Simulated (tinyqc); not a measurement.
Modulation-doped quantum well, Poisson-Schroedinger loop: two steps of the calculation.

A well of width L centred at z = 0 between barriers Vb; effective-mass electrons, parabolic bands. The electrons come from donor sheets outside the mesh, a share fL of Ns on the left and the rest on the right, so the structure is neutral. Energies are counted from the band edge of the well, with U = 0 on the first node in the Hartree part.

Parameters, values chosen for the exercise; material values close to those of In0.53Ga0.47As in InP:
```
symbol   value   unit                               meaning
T          4.2      K                           temperature
md      0.0399     m0                         in-plane mass
eps_r     13.9           relative permittivity (all layers)
Ns      2.1e12  cm^-2            sheet density of electrons
fL           0         share of the donors on the left side
a          0.5                                mixing factor
```

Constants: q = 1.602176634e-19 C, kB = 1.380649e-23 J/K, hbar = 1.054571817e-34 J s, m0 = 9.1093837015e-31 kg, Vt = kB T/q, eps0 = 8.8541878128e-14 F/cm where lengths are in cm. Results are converted to the units shown.

Question 1. Fermi level and occupations. Level k holds N_k = D_k Vt ln(1 + exp((EF - E_k)/Vt)) with D = md m0 q/(pi hbar^2) per eV (spin included); EF is fixed by sum N_k = Ns.

levels (eV): E1 0.03275041, E2 0.13469909

Find: EF; N_k.

Answer 1.

EF = 0.1467 eV
N_k (cm^-2): E1 1.900e12, E2 2.004e11

Question 2. Density, output potential and mixing. n_i = sum_k N_k |psi_k|^2 (converted to cm^-3). Hartree part by Gauss: on the interval after node i the enclosed sheet charge is S_i = fL Ns - hz sum_(j<=i) n_j, and U_(i+1) = U_i + q S_i hz/(eps0 eps_r) in eV, U_1 = 0. Mixing: U(new) = U + a (U(out) - U).

| node | z (nm) | self-consistent potential U at the start (eV) | \|psi\|^2 of E1 (1/nm) | \|psi\|^2 of E2 (1/nm) |
|---|---|---|---|---|
| 1 | -10.45 | 0 | 0.00002163 | 0.00027153 |
| 2 | -9.35 | 0 | 0.00014199 | 0.00143580 |
| 3 | -8.25 | 0 | 0.00066976 | 0.00499233 |
| 4 | -7.15 | 0 | 0.00295840 | 0.01552164 |
| 5 | -6.05 | 0 | 0.01287715 | 0.04658464 |
| 6 | -4.95 | 0 | 0.04273836 | 0.11165940 |
| 7 | -3.85 | 0 | 0.06829661 | 0.12592230 |
| 8 | -2.75 | 0 | 0.09273452 | 0.09721856 |
| 9 | -1.65 | 0 | 0.11182850 | 0.04525044 |
| 10 | -0.55 | 0 | 0.12227853 | 0.00568883 |
| 11 | 0.55 | 0 | 0.12227853 | 0.00568883 |
| 12 | 1.65 | 0 | 0.11182850 | 0.04525044 |
| 13 | 2.75 | 0 | 0.09273452 | 0.09721856 |
| 14 | 3.85 | 0 | 0.06829661 | 0.12592230 |
| 15 | 4.95 | 0 | 0.04273836 | 0.11165940 |
| 16 | 6.05 | 0 | 0.01287715 | 0.04658464 |
| 17 | 7.15 | 0 | 0.00295840 | 0.01552164 |
| 18 | 8.25 | 0 | 0.00066976 | 0.00499233 |
| 19 | 9.35 | 0 | 0.00014199 | 0.00143580 |
| 20 | 10.45 | 0 | 0.00002163 | 0.00027153 |

N_k (cm^-2): E1 1.8996141e12, E2 2.0038594e11

Find: n; U(out); U after round 1.

Answer 2.

| node | n (1e18 cm^-3) | U(out) (eV) | U after round 1 (eV) |
|---|---|---|---|
| 1 | 0.0010 | 0.00000 | 0.00000 |
| 2 | 0.0056 | 0.00000 | 0.00000 |
| 3 | 0.0227 | -0.00001 | -0.00001 |
| 4 | 0.0873 | -0.00006 | -0.00003 |
| 5 | 0.3380 | -0.00024 | -0.00012 |
| 6 | 1.0356 | -0.00096 | -0.00048 |
| 7 | 1.5497 | -0.00330 | -0.00165 |
| 8 | 1.9564 | -0.00809 | -0.00405 |
| 9 | 2.2150 | -0.01596 | -0.00798 |
| 10 | 2.3342 | -0.02732 | -0.01366 |
| 11 | 2.3342 | -0.04236 | -0.02118 |
| 12 | 2.2150 | -0.06107 | -0.03054 |
| 13 | 1.9564 | -0.08327 | -0.04164 |
| 14 | 1.5497 | -0.10856 | -0.05428 |
| 15 | 1.0356 | -0.13628 | -0.06814 |
| 16 | 0.3380 | -0.16564 | -0.08282 |
| 17 | 0.0873 | -0.19552 | -0.09776 |
| 18 | 0.0227 | -0.22555 | -0.11277 |
| 19 | 0.0056 | -0.25561 | -0.12781 |
| 20 | 0.0010 | -0.28568 | -0.14284 |

Numbers from tinyqc (`OMP_NUM_THREADS=1 python tinyqc.py 2140114 2140115 out.jsonl`; about 0.3 s on one thread of a shared Intel Xeon 2.30GHz).
